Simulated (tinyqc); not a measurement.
Schottky emission and Poole-Frenkel conduction in an insulator, and how to tell them apart: effect of temperature.

Schottky emission (electrode-limited): J = As T^2 exp[-(pb - b sqrt(F))/Vt], b = sqrt(q/(4 pi eps0 ei)). Poole-Frenkel emission (bulk-limited): J = s0 F exp[-(pt - 2 b sqrt(F))/Vt]. F in V/cm.

Both formulas at the same field.

Inputs (values chosen for the exercise); dielectric values close to those of aluminium oxide:
```
symbol  value          unit                               meaning
ei        3.3                high-frequency relative permittivity
pt       1.18            eV                            trap depth
s0        9.8          S/cm               Poole-Frenkel prefactor
pb       1.44            eV                     electrode barrier
As         60  A/(cm^2 K^2)                   Richardson constant
F         1.9         MV/cm                                 field
```

Constants: q = 1.602176634e-19 C, kB = 1.380649e-23 J/K, Vt = kB T/q, eps0 = 8.8541878128e-14 F/cm where lengths are in cm. Results are converted to the units shown.

Effect of temperature:

| T (K) | J, Schottky (A/cm^2) | J, Poole-Frenkel (A/cm^2) | ratio |
|---|---|---|---|
| 225 | 4.7579e-20 | 5.4714e-7 | 8.6959e-14 |
| 260 | 1.8913e-16 | 3.6283e-5 | 5.2127e-12 |
| 300 | 2.3909e-13 | 0.0013215 | 1.8092e-10 |
| 340 | 5.8104e-11 | 0.020657 | 2.8128e-9 |
| 380 | 4.5539e-9 | 0.18100 | 2.5159e-8 |
| 420 | 1.5867e-7 | 1.0490 | 1.5126e-7 |
| 475 | 8.0923e-6 | 7.2467 | 1.1167e-6 |

The Schottky current grows by 14.2 decades and the Poole-Frenkel current by 7.12, as their lowered barriers are 1.15 and 0.604 eV. A tunnelling current would hardly change over this range. For T = 225, 260, 300, 340 a Fowler-Nordheim estimate for tunnelling through pb with a mass of 0.4 m0 exceeds the Schottky current, so tunnelling, left out here, would compete.

Numbers from tinyqc (`OMP_NUM_THREADS=1 python tinyqc.py 2370168 2370169 out.jsonl`; about 0.01 s on one thread of a shared Intel Xeon 2.30GHz).
